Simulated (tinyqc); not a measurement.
Free and trapped electrons in a MOS channel with a dense trap tail: two steps of the calculation.

p-type body, charge-sheet picture, full ionisation (an idealisation for deep acceptors), Boltzmann statistics for free electrons. e = Ec - EF at the surface. Acceptor-like traps of density D(E) = D0 + De exp(-E/Ew) at depth E below Ec, from 0 to Eu, hold n_t = integral of D(E)/(1 + exp((e - E)/Vt)). psi = Eg - Vt ln(Nv/Na) - e; N_dep = sqrt(2 eps0 eps_r Na (psi - Vt)/q); n_f = sqrt(N_dep^2 + 2 eps0 eps_r Vt Nc exp(-e/Vt)/q) - N_dep; Vg = Vfb + psi + q (N_dep + n_t + n_f)/Cox, Cox = eps0 eox/tox.

Parameters, values chosen for the exercise; band and dielectric values close to those of silicon: temperature T = 400 K; band gap Eg = 1.1 eV; relative permittivity eps_r = 11.6; conduction-band density of states at T Nc = 4.34e19 cm^-3; valence-band density of states at T Nv = 4.03e19 cm^-3; relative permittivity of the insulator eox = 3.9; insulator thickness tox = 28 nm; acceptor density Na = 3.4e15 cm^-3; flat-band voltage without trapped charge Vfb = -0.96 V; constant background density of acceptor-like traps D0 = 7.7e10 cm^-2 eV^-1; density of the tail at the conduction edge De = 7.9e12 cm^-2 eV^-1; decay energy of the tail Ew = 0.09 eV; depth below Ec down to which the traps reach Eu = 0.97 eV; mobility of free electrons mf = 120 cm^2/(V s); Ec - EF at the surface e = 0.234 eV.

Constants: q = 1.602176634e-19 C, kB = 1.380649e-23 J/K, Vt = kB T/q, eps0 = 8.8541878128e-14 F/cm where lengths are in cm. Results are converted to the units shown.

Question 1. Trapped charge. Trapezoid rule on 13 equal steps from 0 to Eu, f = 1/(1 + exp((e - E)/Vt)).

Find: E; D(E) f; n_t.

Answer 1.

```
point	E (eV)	D(E) f (cm^-2 eV^-1)
0	0	8.976e9
1	0.07462	3.426e10
2	0.1492	1.246e11
3	0.2238	3.133e11
4	0.2985	3.151e11
5	0.3731	1.986e11
6	0.4477	1.313e11
7	0.5223	1.008e11
8	0.5969	8.740e10
9	0.6715	8.154e10
10	0.7462	7.898e10
11	0.8208	7.786e10
12	0.8954	7.738e10
13	0.9700	7.716e10
```

n_t = 1.242e11 cm^-2

Question 2. Charges and gate voltage. psi, N_dep, n_f and Vg as defined, with the n_t given; free share n_f/(n_f + n_t); apparent mobility mf n_f/(n_f + n_t); gate voltage spent on traps q n_t/Cox.

n_t = 1.2417853e11 cm^-2

Give: psi; N_dep; n_f; Vg; free share; apparent mobility; gate voltage spent on traps.

Answer 2.

psi = 0.5427 V
N_dep = 1.488e11 cm^-2
n_f = 6.035e10 cm^-2
Vg = 0.01575 V
free share = 32.70 %
apparent mobility = 39.25 cm^2/(V s)
gate voltage spent on traps = 0.1613 V

Computed by the program tinyqc: `OMP_NUM_THREADS=1 python tinyqc.py 2222146 2222147 out.jsonl`, one thread of a shared Intel Xeon 2.30GHz, about 0.02 s for the whole run.
